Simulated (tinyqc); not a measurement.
Self-heating of a transistor with one or more fingers, with temperature-dependent conductivity: one step, computed by the program tinyqc. Command: `OMP_NUM_THREADS=1 python tinyqc.py 3008147 3008148 out.jsonl selfheat walk`. One thread of a shared host (Intel(R) Xeon(R) Processor @ 2.30GHz), about 0.05 s of CPU time with the checks.

N long parallel fingers lie on the top face of a slab whose bottom is held at T_0; the top is otherwise insulated, and heat flows in two dimensions. P in W/mm is 1000 P in W/m.

Question. Correction for the falling conductivity. Kirchhoff transformation for kappa = kappa_0 (T/T_0)^-m: T = T_0 [1 - (m - 1) theta/T_0]^(-1/(m - 1)), where theta is the linear rise. The bracket vanishes at the power P T_0/((m - 1) theta).

Inputs (values chosen for the exercise, modelled on diamond):

| quantity | value | unit |
|---|---|---|
| exponent m in kappa ~ T^-m | 1.21 | - |
| base temperature T_0 | 323 | K |
| power per gate width P | 17 | W/mm |
| width of the heat source w | 0.67 | micrometre |
| phonon free path Lambda | 450 | nm |

Power: power rises with temperature.

largest theta = 38.57339 K

Give: peak temperature; true rise; true rise / linear rise; power at which the formula diverges.

Answer.

peak temperature = 364.5 K

true rise = 41.53 K

true rise / linear rise = 1.077

power at which the formula diverges = 677.9 W/mm

The falling conductivity adds 7.7 % to the rise. Caution: the source is narrower than two phonon free paths, so the Fourier result understates the rise at the source.
